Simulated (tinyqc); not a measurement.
# Inputs raised by 2 %, one at a time

Model: two coupled magnetic layers: synthetic antiferromagnet, spin flop, exchange bias and magnetoresistance. Computed by tinyqc, a small Python program. Command: `OMP_NUM_THREADS=1 python tinyqc.py 3007133 3007134 out.jsonl saf sens`. One thread of a shared host (Intel(R) Xeon(R) Processor @ 2.30GHz), about 0.8 s of CPU time with the checks.

Moments lie in the plane at the angles p1, p2 from the field. Energy per area: E = J1 cos(p1 - p2) + J2 cos^2(p1 - p2) - B M_s (t1 cos p1 + t2 cos p2) + K (t1 sin^2 p1 + t2 sin^2 p2).

Inputs (values chosen for the exercise, for a model stack):
```
quantity,value,unit
saturation magnetisation M_s,801,kA/m
thickness t1,1.8,nm
thickness t2,1.1,nm
antiferromagnetic coupling J1,0.059,mJ/m^2
biquadratic coupling J2,0.0057,mJ/m^2
in-plane anisotropy K,1.3,kJ/m^3
field over the saturation field,0.73,-
```

Field direction: along the easy axis.

Method:
- The parallel state is stable while the Hessian at p1 = p2 = 0 is positive: with c = J1 + 2 J2 and u = B M_s + 2K, (u t1 - c)(u t2 - c) > c^2, so B_sat M_s = c (1/t1 + 1/t2) - 2K. B_K = 2K/M_s.
- With p1 = 0, p2 = 180 degrees and c2 = J1 - 2 J2 the Hessian is [[c2 + t1 (2K + b), -c2], [-c2, c2 + t2 (2K - b)]], b = B M_s; its determinant vanishes at the positive root of t1 t2 b^2 - c2 (t1 - t2) b - [2K c2 (t1 + t2) + 4 K^2 t1 t2] = 0.
- The lowest minimum of E over both angles (from five starts; of two mirror images the one with p1 >= 0, and for equal layers |p1| <= |p2|).

Runs:
```
input moved,from,to,saturation field B_sat (mT),stability limit B_sf of the antiparallel state (mT),m/m_sat along B,energy (mJ/m^2)
base run,-,-,125.48,30.589,0.82233,-0.15481
saturation magnetisation M_s (kA/m),801,817.02,123.02,29.990,0.82233,-0.15481
thickness t1 (nm),1.8,1.836,124.52,31.032,0.82258,-0.15582
thickness t2 (nm),1.1,1.122,123.92,29.701,0.82211,-0.15372
antiferromagnetic coupling J1 (mJ/m^2),0.059,0.06018,127.64,31.160,0.82117,-0.15745
in-plane anisotropy K (kJ/m^3),1.3,1.326,125.42,30.740,0.82235,-0.15469
biquadratic coupling J2 (mJ/m^2),0.0057,0.005814,125.90,30.479,0.82349,-0.15538
field over the saturation field,0.73,0.7446,125.48,30.589,0.83307,-0.15833
```

Exponents ln(y'/y) / ln(x'/x):
```
input,saturation field B_sat,stability limit B_sf of the antiparallel state,m/m_sat along B,energy
saturation magnetisation M_s,-1.000,-1.000,0.000,0.000
thickness t1,-0.387,0.726,0.015,0.331
thickness t2,-0.634,-1.488,-0.014,-0.356
antiferromagnetic coupling J1,0.861,0.933,-0.071,0.854
in-plane anisotropy K,-0.026,0.248,0.001,-0.037
biquadratic coupling J2,0.167,-0.182,0.071,0.186
field over the saturation field,0.000,0.000,0.655,1.136
```

Among the inputs moved here: saturation field B_sat answers most in size to saturation magnetisation M_s (exponent -1.000), next to antiferromagnetic coupling J1 (+0.861); its exponent is below 0.0005 for field over the saturation field. Its exponent -1.000 in saturation magnetisation M_s: energy per area over moment per area. Stability limit B_sf of the antiparallel state answers most in size to thickness t2 (exponent -1.488), next to saturation magnetisation M_s (-1.000); its exponent is below 0.0005 for field over the saturation field. m/m_sat along B answers most in size to field over the saturation field (exponent +0.655), next to antiferromagnetic coupling J1 (-0.071); its exponent is below 0.0005 for saturation magnetisation M_s. Energy answers most in size to field over the saturation field (exponent +1.136), next to antiferromagnetic coupling J1 (+0.854); its exponent is below 0.0005 for saturation magnetisation M_s.
